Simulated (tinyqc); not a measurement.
MOS inversion layer, Poisson-Schroedinger loop: two steps of the calculation.

Electrons confined at an insulator interface at z = 0, treated as a hard wall; parabolic valleys, Hartree approximation, no image or exchange terms. The depletion charge lies far deeper than the electrons and gives a uniform field q Nd/(eps0 eps_r); the gate balances all charge. Energies are counted from the band edge at the interface.

Inputs (values chosen for the exercise); masses and permittivity close to those of silicon (100):
- T = 400 K (temperature)
- mz1 = 0.903 m0 (mass along z of valley set A (2 valley(s)))
- md1 = 0.191 m0 (in-plane density-of-states mass of set A)
- mz2 = 0.193 m0 (mass along z of valley set B (4 valley(s)))
- md2 = 0.422 m0 (in-plane density-of-states mass of set B)
- Ns = 6.2e11 cm^-2 (sheet density of electrons)
- dE = 0.12 eV (extra shift of set B (strain))
- hz = 0.92 nm (mesh step)

Constants: q = 1.602176634e-19 C, kB = 1.380649e-23 J/K, hbar = 1.054571817e-34 J s, m0 = 9.1093837015e-31 kg, Vt = kB T/q, hbar^2/(2 m0) = 0.0380998212 eV nm^2. Results are converted to the units shown.

Question 1. Levels and probability densities. Tridiagonal Hamiltonian with psi = 0 one step beyond both ends: H_ii = C (1/m_(i-1/2) + 1/m_(i+1/2))/hz^2 + V0_i + U_i (+ dE for the set B), H_(i,i+1) = -C/(m_(i+1/2) hz^2), C = hbar^2/(2 m0). The lowest 2 level(s) of each valley set are kept, normalised to hz sum |psi|^2 = 1. The mass is the same on all intervals.

```
node  fixed potential V0 (eV)  self-consistent potential U at the start (eV)
1                  0.02797902                                              0
2                  0.05595804                                              0
3                  0.08393707                                              0
4                  0.11191609                                              0
5                  0.13989511                                              0
6                  0.16787413                                              0
7                  0.19585315                                              0
8                  0.22383217                                              0
9                  0.25181120                                              0
10                 0.27979022                                              0
11                 0.30776924                                              0
12                 0.33574826                                              0
13                 0.36372728                                              0
14                 0.39170630                                              0
```

Find: levels; |psi|^2 of A1; |psi|^2 of A2; |psi|^2 of B1; |psi|^2 of B2.

Answer 1.

levels (eV): A1 0.0772, A2 0.1316, B1 0.2514, B2 0.3479

```
node  |psi|^2 of A1 (1/nm)  |psi|^2 of A2 (1/nm)  |psi|^2 of B1 (1/nm)  |psi|^2 of B2 (1/nm)
1                   0.4447                0.3117                0.1179                0.1084
2                   0.4553                0.0019                0.2857                0.1416
3                   0.1556                0.3358                0.3056                0.0213
4                   0.0279                0.3146                0.2104                0.0305
5                   0.0032                0.1029                0.1064                0.1666
6                   0.0002                0.0179                0.0423                0.2379
7                   0.0000                0.0020                0.0138                0.1951
8                   0.0000                0.0002                0.0038                0.1121
9                   0.0000                0.0000                0.0009                0.0494
10                  0.0000                0.0000                0.0002                0.0175
11                  0.0000                0.0000                0.0000                0.0051
12                  0.0000                0.0000                0.0000                0.0013
13                  0.0000                0.0000                0.0000                0.0003
14                  0.0000                0.0000                0.0000                0.0000
```

Question 2. Fermi level and occupations. Level k holds N_k = D_k Vt ln(1 + exp((EF - E_k)/Vt)) with D = 2 md1 m0 q/(pi hbar^2) for the set A, D = 4 md2 m0 q/(pi hbar^2) for the set B per eV (spin included); EF is fixed by sum N_k = Ns.

levels (eV): A1 0.07724294, A2 0.13160540, B1 0.25138218, B2 0.34792757

Give: EF; N_k.

Answer 2.

EF = -0.0039940 eV
N_k (cm^-2): A1 4.9780e11, A2 1.0659e11, B1 1.4722e10, B2 8.9470e8

Program tinyqc, `OMP_NUM_THREADS=1 python tinyqc.py 2160028 2160029 out.jsonl`; Intel Xeon 2.30GHz, shared host, one thread, about 0.8 s.
